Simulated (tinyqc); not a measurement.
Tight binding, honeycomb lattice, step by step. Computed by tinyqc, a small Python program that keeps every step. Settings: t1 = 2.66, t2 = 0, phi = -1.1, delta = 0, points = 6. Command: `OMP_NUM_THREADS=1 python tinyqc.py 31737 31738 out.jsonl` (the two numbers bound the seeds that draw the settings). One thread of a shared host (Intel(R) Xeon(R) Processor @ 2.60GHz), about 0.01 s of CPU time with the checks.

## Bloch Hamiltonian at k

Parameters chosen for this model:
```
parameter      value                        unit
t1          2.660000                 eV, nearest
t2                 0       eV, second neighbours
phi        -1.100000  rad, phase of t2 (Haldane)
delta              0          eV, +/- on A and B
```

k point k (fractions of the reciprocal vectors): 0.400000  -0.250000

H_AB = -t1 (1 + exp(-i k.a1) + exp(-i k.a2)); H_AA = delta - 2 t2 sum cos(k.b + phi), H_BB = -delta - 2 t2 sum cos(k.b - phi), b = a1, a2 - a1, -a2.

H(k) at k (eV):
```
                     A                    B
A             0.000000  -0.508015-1.096491i
B  -0.508015+1.096491i             0.000000
```

## Levels at k

Diagonalise the Hermitian matrix.

eigenvalues (eV): -1.208459  1.208459

weights |c|^2 of the basis functions:
```
     band 1    band 2
A  0.500000  0.500000
B  0.500000  0.500000
```

## Bloch Hamiltonian at K

k point K (fractions of the reciprocal vectors): 0.333333  0.666667

As before.

H(k) at K (eV):
```
          A         B
A  0.000000  0.000000
B  0.000000  0.000000
```

## Levels at K

As before.

eigenvalues (eV): 0.000000  0.000000

## Bands along a path

The same steps at evenly spaced points between the labelled ones.

Bands along the path (eV):
```
k             band 1    band 2
G          -7.980000  7.980000
G-K 0.33   -6.735356  6.735356
G-K 0.67   -3.583808  3.583808
K                  0         0
K-M 0.33   -1.415356  1.415356
K-M 0.67   -2.339165  2.339165
M          -2.660000  2.660000
M-K' 0.33  -2.339165  2.339165
M-K' 0.67  -1.415356  1.415356
K'                 0         0
```

With 1 band(s) filled, the highest filled level on these points lies at K and the lowest empty one at K: the bands touch or overlap, so there is no gap.
